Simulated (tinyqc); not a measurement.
Six-transistor SRAM cell, nodal equations and margins: two steps of the calculation.

Two cross-coupled inverters (pull-down bn, pull-up bp) hold the nodes Q and QB; access transistors (ba, threshold VTn, gate on the word line at Vdd when selected) join them to the bit lines. Transistor (EKV form, voltages against the body): I = 2 n b Vt^2 [F(vp - Vs) - F(vp - Vd)] from drain to source, F(v) = ln^2(1 + exp(v/(2 Vt))), vp = (Vg - VT + sg |Vd - Vs|)/n. n-channel bodies are at 0; for the p-channel device all voltages are counted down from Vdd. b in uA/V^2 gives I in uA. For an access transistor the bit line is the drain and the node the source. In a read both bit lines are at Vdd. The cell is symmetric (no mismatch).

Parameters, values chosen for the exercise: temperature T = 250 K; supply voltage Vdd = 0.5 V; slope factor n = 1.33; drain-induced barrier lowering sg = 0.099; n-channel threshold VTn = 0.38 V; p-channel threshold (magnitude) VTp = 0.31 V; gain factor of the pull-down transistor bn = 840 uA/V^2; gain factor of the access transistor ba = 840 uA/V^2; gain factor of the pull-up transistor bp = 310 uA/V^2.

Constants: q = 1.602176634e-19 C, kB = 1.380649e-23 J/K, Vt = kB T/q. Results are converted to the units shown.

Question 1. Node voltages in a read by Newton steps. F1 = In(gate QB, drain Q) - Ip(gate QB, drain Q) - Ia(bit line, Q), F2 the same with Q and QB exchanged; J by central differences with +/- 1e-6 V; solve J d = -F, limit each component to +/- 0.15 V and add.

(Q, QB) after iteration 1 (V): Q 0.03868298, QB 0.49999959

Find: F1, F2; J; (Q, QB) after iteration 2.

Answer 1.

F1, F2 (uA): -1.693  0.000

J (uS):
```
        Q    QB
F1  156.4  31.0
F2    0.0  44.9
```

(Q, QB) after iteration 2 (V): Q 0.0495, QB 0.5000

Question 2. Read current and disturbance. Iread = Ia(bit line at Vdd, source Q); cell ratio bn/ba; time to pull a bit line of 20 fF down by 0.1 V at that current.

(Q, QB) (V): Q 0.050425080, QB 0.49999858

Wanted: Iread; cell ratio; time.

Answer 2.

Iread = 3.6191 uA
cell ratio = 1.0000
time = 552.62 ps

Numbers from tinyqc (`OMP_NUM_THREADS=1 python tinyqc.py 2340104 2340105 out.jsonl`; about 0.2 s on one thread of a shared Intel Xeon 2.30GHz).
